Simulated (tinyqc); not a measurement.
Inside a calculation. Method: lattice vibrations of a chain. Computed by tinyqc, a small Python program that keeps every step. Command: `OMP_NUM_THREADS=1 python tinyqc.py 26667 26668 out.jsonl` (the two numbers bound the seeds that draw the settings). One thread of a shared host (Intel(R) Xeon(R) Processor @ 2.60GHz), about 0.01 s of CPU time with the checks.

## Dynamical matrix at q = 0.21

A chain moving along its axis:
```
atom                 mass (u)  spring to the next atom (eV/angstrom^2)
1                    1.800000                                16.500000
2                  118.700000                                11.400000
3                   41.000000                                18.700000
4                   89.700000                                 3.800000
second neighbours           -                                 0.900000
```

q is in units of 2 pi/a. A spring k from atom i to atom j, n cells on, adds k to Phi_ii and Phi_jj, -k exp(2 pi i q n) to Phi_ij and the conjugate to Phi_ji (for one atom a cell: 2k (1 - cos 2 pi q n)); D_ij = Phi_ij / sqrt(m_i m_j).

D(q) (eV/(angstrom^2 u)), lower triangle (Hermitian):
```
                     1                    2          3         4
1            12.277778
2            -1.128814             0.250211
3  -0.130818-0.101473i            -0.163413   0.778049
4  -0.074372-0.289660i  -0.010891-0.008448i  -0.308357  0.270903
```

## Frequencies

omega^2 are the eigenvalues; wavenumber = 521.4708 sqrt(eigenvalue) 1/cm.

eigenvalues: 0.020697  0.212647  0.951666  12.391931

wavenumbers (1/cm): 75.0  240.5  508.7  1835.7

weights |e|^2 of the mass-weighted modes:
```
          mode 1    mode 2    mode 3    mode 4
atom 1  0.006218  0.002949  0.000115  0.990718
atom 2  0.478791  0.478144  0.034531  0.008535
atom 3  0.160511  0.035211  0.804118  0.000160
atom 4  0.354481  0.483696  0.161237  0.000586
```

## Dispersion and heat capacity

C/k_B per atom = mean over q = (j + 1/2)/80, j = 0..39 and all branches of y^2 e^y/(e^y - 1)^2, y = hc wavenumber / k_B T.

Wavenumbers (1/cm):
```
q           branch 1    branch 2    branch 3     branch 4
0.000000    0.000000  252.075875  508.334380  1835.771247
0.062500   22.889859  251.016071  508.372923  1835.763089
0.125000   45.460695  247.871613  508.482382  1835.739855
0.187500   67.369863  242.755427  508.645376  1835.705081
0.250000   88.210883  235.889788  508.836387  1835.664059
0.312500  107.423697  227.690262  509.026062  1835.623034
0.375000  124.073380  218.982923  509.185829  1835.588251
0.437500  136.346178  211.505499  509.292061  1835.565008
0.500000  141.130762  208.324338  509.329267  1835.556846
```

Heat capacity:
```
T (K)  C/k_B per atom
20           0.063858
50           0.170358
100          0.331583
200          0.530372
300          0.629842
600          0.774516
1200         0.910009
```

zero-point energy per atom = 41.236733 meV
